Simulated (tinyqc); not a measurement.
Ballistic Schottky-barrier transistor with a one-dimensional channel, WKB contacts: two steps of the calculation.

Source Fermi level 0, drain Fermi level -Vd. Far from the contacts Ec = pn - psi, and the gate moves psi one to one; the band edges relax as exp(-x/lam) from pn at the source and pn - Vd at the drain; Ev = Ec - Eg. A carrier of energy w inside the channel band meets at a contact a barrier of height D (the contact edge beyond the channel edge): T = 1 for w >= D, else exp(-S), S = 4 lam sqrt(m/C) [sqrt(D - w) - sqrt(w) arctan sqrt((D - w)/w)], C = hbar^2/(2 m0). The two contacts combine as Ts Td/(Ts + Td - Ts Td).

Parameters, values chosen for the exercise; channel values close to those of a silicon nanowire with silicide contacts:
```
symbol,value,unit,meaning
T,300,K,temperature
Eg,1.12,eV,band gap
pn,0.7,eV,barrier for electrons at both contacts
mp,0.24,m0,hole mass
g,2,,valleys or subbands
lam,1.5,nm,screening length at the contacts
Vd,0.7,V,drain bias
ps,0.42,V,band shift psi of the channel by the gate
w0,0.21,eV,energy of one carrier inside the channel band
wm,0.46,eV,upper end of the grid
nE,13,,points of the grid
```

Constants: q = 1.602176634e-19 C, kB = 1.380649e-23 J/K, hbar = 1.054571817e-34 J s, h = 6.62607015e-34 J s, m0 = 9.1093837015e-31 kg, Vt = kB T/q, hbar^2/(2 m0) = 0.0380998212 eV nm^2. Results are converted to the units shown.

Task 1. Transmission of one of the holes. S and T at both contacts for w = w0, and the tunnelling distance lam ln(D/w) at the higher barrier.

D for holes (eV): source -0.42000000, drain 0.28000000

Give: S at the source; S at the drain; combined T; tunnelling distance.

Result 1.

S at the source = 0
S at the drain = 0.3709
combined T = 0.6901
tunnelling distance = 0.4315 nm

Task 2. Current of the holes on a coarse grid. I = g (2 q^2/h) int T(w) [f(Es + w) - f(Ed + w)] dw, f(y) = 1/(1 + exp(y/Vt)). Electrons: Ds = psi, Dd = psi - Vd, Es = Ec, Ed = Ec + Vd. Holes: Ds = -psi, Dd = Vd - psi, Es = -Ev, Ed = -Ev - Vd. The size of each current is taken; both flow from drain to source and add. Simpson's rule on nE equally spaced w from 0 to wm.

Give: w; Ts; Td; T; size of the supply difference; current.

Result 2.

```
point	w (eV)	Ts	Td	T	size of the supply difference
0	0.0000	1.000	3.462e-4	3.462e-4	0.004428
1	0.0383	1.000	0.02046	0.02046	0.001009
2	0.0767	1.000	0.07911	0.07911	2.291e-4
3	0.1150	1.000	0.1925	0.1925	5.202e-5
4	0.1533	1.000	0.3644	0.3644	1.181e-5
5	0.1917	1.000	0.5806	0.5806	2.681e-6
6	0.2300	1.000	0.8054	0.8054	6.085e-7
7	0.2683	1.000	0.9773	0.9773	1.381e-7
8	0.3067	1.000	1.000	1.000	3.136e-8
9	0.3450	1.000	1.000	1.000	7.118e-9
10	0.3833	1.000	1.000	1.000	1.616e-9
11	0.4217	1.000	1.000	1.000	3.668e-10
12	0.4600	1.000	1.000	1.000	8.326e-11
```

current = 3.501e-4 uA

Range of the model: No scattering, image-force lowering, channel charge or band-to-band tunnelling; parabolic kappa overstates S deep in the gap.

Program tinyqc, `OMP_NUM_THREADS=1 python tinyqc.py 2390123 2390124 out.jsonl`; Intel Xeon 2.30GHz, shared host, one thread, about 0.09 s.
